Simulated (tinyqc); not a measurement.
Surface photovoltage measurement of the minority-carrier diffusion length in a wafer. Inputs raised by 2 %, one at a time. Computed by tinyqc, a small Python program. Command: `OMP_NUM_THREADS=1 python tinyqc.py 3130168 3130169 out.jsonl spv sens`. One thread of a shared host (Intel(R) Xeon(R) Processor @ 2.30GHz), about 0.02 s of CPU time with the checks.

Low injection, steady light, a depletion layer much thinner than 1/alpha and L. The excess density dn is taken at the front edge of the neutral region; light that reaches the back is lost.

Inputs (values chosen for the exercise, modelled on p-type silicon at room temperature):

| quantity | value | unit |
|---|---|---|
| diffusion length L | 20 | micrometre |
| wafer thickness W | 525 | micrometre |
| diffusivity D | 28.3 | cm^2/s |
| front recombination velocity S_f | 160 | cm/s |
| back recombination velocity S_b | 1700 | cm/s |
| photon flux entering | 7.8e+11 | 1/(cm^2 s) |
| minority density at the surface barrier scale n_0 | 2.6e+10 | 1/cm^3 |
| temperature T | 298 | K |
| wavelength | 817 | nm |
| relative noise of each reading | 0.2 | % |
| diffusion length after pair splitting over L | 0.6 | - |
| iron factor C | 1.07e+16 | micrometre^2/cm^3 |

normal deviates g for the noise: -0.58  1.16  0.68  -0.53  -0.15  -0.94  0.57

Constants: k_B = 8.617333262e-05 eV/K.

Method:
- alpha = (84.732/lambda - 76.417)^2 per cm with lambda in micrometre (an empirical fit for silicon between 0.7 and 1.05 micrometre).
- Thick wafer: dn = Phi L/((S_f + D/L)(L + 1/alpha)). Finite wafer, with s = S_b L/D, w = W/L, a = alpha L: dn = [Phi a/(a^2 - 1)] [a - B - exp(-alpha W)(a - s)/(cosh w + s sinh w)]/(S_f + B D/L), B = (sinh w + s cosh w)/(cosh w + s sinh w).
- Photovoltage V = (k_B T/e) ln(1 + dn/n_0). Lifetime = L^2/D.
- Readings y = (Phi/dn) (1 + noise x g) at 780, 830, 880, 920, 950, 975 and 995 nm; a least-squares line y = c (1/alpha + L_app) gives L_app = intercept/slope.
- Splitting iron-boron pairs in boron-doped silicon shortens L; with nothing else changing, [Fe] = C (1/L_after^2 - 1/L^2). It is evaluated with the true lengths and with the apparent ones (without noise), which differ when the wafer is not thick against L.

Runs:

| input moved | from | to | dn, finite wafer (1/cm^3) | apparent length L_app (micrometre) | photovoltage V (mV) | [Fe] from the apparent lengths (1/cm^3) |
|---|---|---|---|---|---|---|
| base run | - | - | 3.2616e+07 | 19.980 | 0.032194 | 4.7556e+13 |
| diffusion length L (micrometre) | 20 | 20.4 | 3.3525e+07 | 20.380 | 0.033091 | 4.5709e+13 |
| wafer thickness W (micrometre) | 525 | 535.5 | 3.2616e+07 | 19.980 | 0.032194 | 4.7556e+13 |
| diffusivity D (cm^2/s) | 28.3 | 28.866 | 3.1984e+07 | 19.980 | 0.031570 | 4.7556e+13 |
| front recombination velocity S_f (cm/s) | 160 | 163.2 | 3.2609e+07 | 19.980 | 0.032187 | 4.7556e+13 |
| back recombination velocity S_b (cm/s) | 1700 | 1734 | 3.2616e+07 | 19.980 | 0.032194 | 4.7556e+13 |
| photon flux entering (1/(cm^2 s)) | 7.8e+11 | 7.956e+11 | 3.3269e+07 | 19.980 | 0.032838 | 4.7556e+13 |
| wavelength (nm) | 817 | 833.34 | 3.0561e+07 | 19.980 | 0.030166 | 4.7556e+13 |

Exponents ln(y'/y) / ln(x'/x):

| input | dn, finite wafer | apparent length L_app | photovoltage V | [Fe] from the apparent lengths |
|---|---|---|---|---|
| diffusion length L | 1.388 | 1.001 | 1.387 | -2 |
| wafer thickness W | 0.000 | 0.000 | 0.000 | 0 |
| diffusivity D | -0.989 | 0.000 | -0.988 | 0 |
| front recombination velocity S_f | -0.011 | 0.000 | -0.011 | 0 |
| back recombination velocity S_b | 0.000 | 0.000 | 0.000 | 0 |
| photon flux entering | 1.000 | 0.000 | 0.999 | 0 |
| wavelength | -3.287 | 0.000 | -3.285 | 0 |

Which inputs matter most for each result?

Among the inputs moved here: dn, finite wafer answers most in size to wavelength (exponent -3.287), next to diffusion length L (+1.388); its exponent is below 0.0005 for wafer thickness W, back recombination velocity S_b. Its exponent -0.011 in front recombination velocity S_f: the bulk takes the carriers. Apparent length L_app answers most in size to diffusion length L (exponent +1.001); its exponent is below 0.0005 for wafer thickness W, diffusivity D, front recombination velocity S_f, back recombination velocity S_b, photon flux entering, wavelength. Its exponent 0.000 in front recombination velocity S_f: S_f scales all readings alike. Photovoltage V answers most in size to wavelength (exponent -3.285), next to diffusion length L (+1.387); its exponent is below 0.0005 for wafer thickness W, back recombination velocity S_b. Its exponent +0.999 in photon flux entering: the linear range. [Fe] from the apparent lengths answers most in size to diffusion length L (exponent -2.000); its exponent is below 0.0005 for wafer thickness W, diffusivity D, front recombination velocity S_f, back recombination velocity S_b, photon flux entering, wavelength.
